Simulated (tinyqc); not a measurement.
# Changing the pattern density around the test line

Model: electron-beam lithography: double-Gaussian proximity function, edge placement and dose correction for parallel lines. Computed by tinyqc, a small Python program. Command: `OMP_NUM_THREADS=1 python tinyqc.py 3112831 3112832 out.jsonl proximity sweep`. One thread of a shared host (Intel(R) Xeon(R) Processor @ 2.30GHz), about 0.01 s of CPU time with the checks.

Lines are infinitely long. Absorbed energy is counted so that the middle of a very large area written at dose 1 receives 1; the resist develops where it exceeds 1/2.

Inputs (values chosen for the exercise, of the order of those for 10 keV electrons in resist on silicon):
```
quantity                value               unit
forward range alpha     0.014         micrometre
backscatter ratio eta    0.58                  -
base dose D0              110  microcoulomb/cm^2
beam current              4.7                 nA
pixel size                  2                 nm
width of the test line  0.095         micrometre
```

Constants: e = 1.602176634e-19 C.

Method. A test line of width w << beta in surroundings of density rho, all at dose d: near its edge E(x) = d [S + eta rho]/(1 + eta), S = [erf((b - x)/alpha) - erf((a - x)/alpha)]/2 for edges a and b, the second term being the background energy. Dose to size d_s = (1 + eta)/(erf(w/alpha) + 2 eta rho), dose = d_s D0; edge slope d [1 - exp(-w^2/alpha^2)]/(sqrt(pi) alpha (1 + eta)); width change per 1 % of dose = 2 x 0.01 x (1/2)/slope. With dose = d_s D0: electrons per pixel N = dose x pixel area/e; relative noise 1/sqrt(N); time per cm^2 of pattern area = dose x density/current; pixel rate = current/(dose x pixel area).

One run for each value; columns: (1) pattern density around the test line; (2) dose to size d_s; (3) width change per 1 % of dose (nm); (4) background energy; (5) writing time per cm^2 (h):
```
(1)    (2)     (3)     (4)    (5)
0.0  1.580  0.2481  0.0000  0.000
0.1  1.416  0.2769  0.0520  0.920
0.2  1.282  0.3057  0.0942  1.668
0.3  1.172  0.3345  0.1291  2.286
0.4  1.079  0.3633  0.1585  2.807
0.5  1.000  0.3921  0.1835  3.251
0.6  0.932  0.4209  0.2052  3.634
0.7  0.872  0.4496  0.2241  3.968
0.8  0.820  0.4784  0.2407  4.262
0.9  0.773  0.5072  0.2554  4.523
```

Describe and explain the trends.

Over the rows, dose to size d_s falls from 1.58 to 0.773; width change per 1 % of dose (nm) rises from 0.248 to 0.507; background energy rises from 0 to 0.255. For w well above alpha d_s is 1 at rho = 1/2 and 1 + eta = 1.58 at rho = 0; a lower dose over a higher background flattens the edge.
